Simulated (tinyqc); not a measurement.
# Quantum point contact as a saddle point: plateau quality against the barrier curvature

Potential V0 - m wx^2 x^2/2 + m wy^2 y^2/2; energies are counted from V0. Mode n = 0, 1, ... transmits T_n(E) = 1/(1 + exp(-2 pi (E - E_n)/wx)), E_n = wy (n + 1/2); each mode carries 2 q^2/h.

g(T) = int g(E) (-df/dE) dE = int g(mu + x kB T) dx/(4 cosh^2(x/2)), g(E) the zero-temperature value at E, g = G/(2 q^2/h).

Parameters, values chosen for the exercise:
```
symbol,value,unit,meaning
T,1.5,K,temperature
wy,2.9,meV,transverse quantum hbar wy
```

Constants: q = 1.602176634e-19 C, kB = 1.380649e-23 J/K, Vt = kB T/q. Results are converted to the units shown.

Plateau quality against the barrier curvature:

| wx (meV) | slope wy dg/dmu at mu = wy | slope at mu = 1.5 wy | g at mu = wy |
|---|---|---|---|
| 0.43 | 0.001006 | 4.746 | 1.000 |
| 1.04 | 0.01809 | 3.264 | 1.000 |
| 1.64 | 0.1279 | 2.390 | 1.000 |
| 2.24 | 0.3254 | 1.865 | 1.000 |
| 2.84 | 0.5294 | 1.536 | 1.000 |
| 3.44 | 0.6919 | 1.327 | 1.000 |
| 4.04 | 0.8038 | 1.197 | 1.001 |
| 4.64 | 0.8732 | 1.116 | 1.003 |

What does the table show?

The slope on the first plateau rises from 0.00101 to 0.873 and the slope on the second riser falls from 4.75 to 1.12; a slope of 1 everywhere means no steps at all. The plateau slope passes 0.5 at wx = 2.84 meV among the rows.

Computed by the program tinyqc: `OMP_NUM_THREADS=1 python tinyqc.py 2740132 2740133 out.jsonl`, one thread of a shared Intel Xeon 2.30GHz, about 0.04 s for the whole run.
